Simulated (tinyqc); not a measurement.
From results back to parameters: two-band massive Dirac model of the K valleys. Three cases, with inputs chosen for the exercise.

Problem. In the valley model H = [[D/2, a t (kx - i ky)], [a t (kx + i ky), -D/2 + lam sz]], sz = +/-1, a t is hbar v. The gaps of the two spins, A and B, are G = D - lam and D + lam, the band-edge mass of A is c (D - lam)/(a t)^2, c = hbar^2/2m0, and its Berry curvature at the edge is 2 (a t)^2/G^2 in size. The values below come from hidden D, lam and t.

Constants: hbar^2/2m0 = 3.80998211 eV angstrom^2.

Case 1.

Values chosen (out of a larger set: near those used for monolayer MoSe2; not measured data): a = 3.319 angstrom (lattice constant).

gaps (eV): A 1.4920, B 1.6480

mass of A = 0.505865 m0

Case 2.

Values chosen (out of a larger set: near those used for monolayer WS2; not measured data): a = 3.192 angstrom (lattice constant).

gaps (eV): A 1.4940, B 1.9060

mass of A = 0.302044 m0

Case 3.

Values chosen (out of a larger set: near those used for monolayer WSe2; not measured data): a = 3.318 angstrom (lattice constant).

gaps (eV): A 1.3830, B 1.7770

mass of A = 0.361907 m0

Find: D, lam, t; |Omega| at the A edge.

Solution. The mean of the gaps is D and half their difference lam; a t = sqrt(c G_A/m). The curvature 2 (a t)^2/G^2 equals 2c/(m G).

Case 1.

D, lam, t (eV): 1.570  0.078  1.010

|Omega| at the A edge = 10.096 angstrom^2

Case 2.

D, lam, t (eV): 1.700  0.206  1.360

|Omega| at the A edge = 16.886 angstrom^2

Case 3.

D, lam, t (eV): 1.580  0.197  1.150

|Omega| at the A edge = 15.224 angstrom^2

Computed by tinyqc, one run a case: `OMP_NUM_THREADS=1 python tinyqc.py N N+1 out.jsonl` with N = 1481502, 1481532, 1481573; one thread of a shared Intel(R) Xeon(R) Processor @ 2.30GHz, about 0.01 s a run at most.
